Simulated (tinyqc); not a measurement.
Raman shift of the zone-centre optical phonon of a diamond-structure crystal under stress: one step, computed by the program tinyqc. Command: `OMP_NUM_THREADS=1 python tinyqc.py 3012833 3012834 out.jsonl ramanstress walk`. One thread of a shared host (Intel(R) Xeon(R) Processor @ 2.30GHz), about 0.01 s of CPU time with the checks.

Axes x, y, z are the cube axes. Strain shifts the threefold optical mode and can split it; p, q and r are the phonon deformation potentials.

Task: Heating mistaken for stress. A temperature above 300 K shifts the line by (d omega/dT)(T - 300 K); divided by the shift per stress it poses as a stress; the total shift adds it to the shift of the observed line. The anti-Stokes to Stokes ratio is [(omega_L + omega_0)/(omega_L - omega_0)]^3 exp(-h c omega_0/(k_B T)) in photon counts, omega_L = 1/wavelength, resonance effects left out.

Inputs (values chosen for the exercise, modelled on silicon):
```
quantity                             value      unit
unstrained frequency omega_0         521.5      1/cm
temperature coefficient d omega/dT  -0.023  1/(cm K)
local temperature T                    400         K
laser wavelength                       488        nm
```

Stress state: uniaxial. Axis: [110].

shift per stress = -2.479158 1/(cm GPa)

shift of the observed line = 0.5454147 1/cm

Constants: h = 6.62607015e-34 J s; c = 299792458 m/s; k_B = 1.380649e-23 J/K.

Give: thermal shift; apparent stress from heating; total shift; anti-Stokes/Stokes ratio.

Result:

thermal shift = -2.3 1/cm

apparent stress from heating = 0.9277 GPa

total shift = -1.755 1/cm

anti-Stokes/Stokes ratio = 0.1785
